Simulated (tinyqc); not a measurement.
Thin-film transistor with exponential tail and deep states, accumulation layer: effect of the total density of deep states.

An undoped film in accumulation, thicker than the space-charge layer. With band bending psi the Fermi level lies E0 - psi below the band edge. Free electrons n = n0 exp(psi/Vt) carry the current; electrons in two exponential distributions of traps, a = a0 exp(psi/Va) and d = d0 exp(psi/Vp), do not. Linear regime, ohmic contacts, traps in equilibrium.

Va = kB Tt/q, Vp = kB Td/q; n0 = Nc exp(-E0/Vt), a0 = Nt th(T/Tt) exp(-E0/Va), d0 = Nd th(T/Td) exp(-E0/Vp), th(x) = pi x/sin(pi x). G(psi) = sum over the three kinds of c0 [V (exp(psi/V) - 1) - psi], field F = sqrt(2 q G/(eps0 eps_r)); Vg = psi + eps0 eps_r F/Ci at the surface. Total charge Q = Ci (Vg - psi_s); free charge Qf = q times the integral of n0 (exp(psi/Vt) - 1)/F over psi from 0 to psi_s; I = (W/L) mb Qf Vd; effective mobility mb Qf/Q.

Values chosen for this exercise; values close to those of amorphous silicon: temperature T = 300 K; relative permittivity of the semiconductor eps_r = 11.8; density of extended states Nc = 4.7e19 cm^-3; band mobility mb = 9.1 cm^2/(V s); total density of tail states Nt = 8.3e19 cm^-3; characteristic temperature of the tail Tt = 350 K; characteristic temperature of the deep states Td = 950 K; bulk Fermi level below the band edge E0 = 0.54 eV; gate capacitance Ci = 12 nF/cm^2; ratio W/L WL = 5; drain voltage Vd = 0.2 V; gate voltage above flat band Vg = 28 V.

Constants: q = 1.602176634e-19 C, kB = 1.380649e-23 J/K, Vt = kB T/q, eps0 = 8.8541878128e-14 F/cm where lengths are in cm. Results are converted to the units shown.

Results:

| Nd (cm^-3) | E0 - psi_s (eV) | Q (nC/cm^2) | free share (%) | effective mobility (cm^2/(V s)) | I (nA) |
|---|---|---|---|---|---|
| 6.6e16 | 0.1178 | 330.9 | 3.400 | 0.3094 | 102.4 |
| 1.6e17 | 0.1180 | 330.9 | 3.344 | 0.3043 | 100.7 |
| 3.9e17 | 0.1184 | 330.9 | 3.224 | 0.2933 | 97.08 |
| 9.3e17 | 0.1195 | 331.0 | 2.990 | 0.2721 | 90.04 |
| 2.3e18 | 0.1224 | 331.0 | 2.530 | 0.2302 | 76.20 |
| 1.3e19 | 0.1462 | 331.3 | 0.8503 | 0.07738 | 25.63 |

Estimate the missing row, Nd = 5.5e18 cm^-3.

Computed row:

| Nd (cm^-3) | E0 - psi_s (eV) | Q (nC/cm^2) | free share (%) | effective mobility (cm^2/(V s)) | I (nA) |
|---|---|---|---|---|---|
| 5.5e18 | 0.1293 | 331.1 | 1.790 | 0.1629 | 53.92 |

With this row back in the table: As Nd goes from 6.6e16 to 1.3e19 cm^-3, the free share falls from 3.40 to 0.850 %, the distance of the Fermi level from the edge rises from 0.118 to 0.146 eV and the current falls from 102 to 25.6 nA. Q varies by only 0.10 %: the gate sets the charge, the traps decide how much of it moves. In every row T is close to Tt, where the factor th overstates the trapped charge. In every row the th form, which assumes a Fermi level far below the edge, overcounts the filled tail at the surface by more than 15 %.

tinyqc, about 0.01 s, one thread, Intel Xeon 2.30GHz (shared host): `OMP_NUM_THREADS=1 python tinyqc.py 2610003 2610004 out.jsonl`
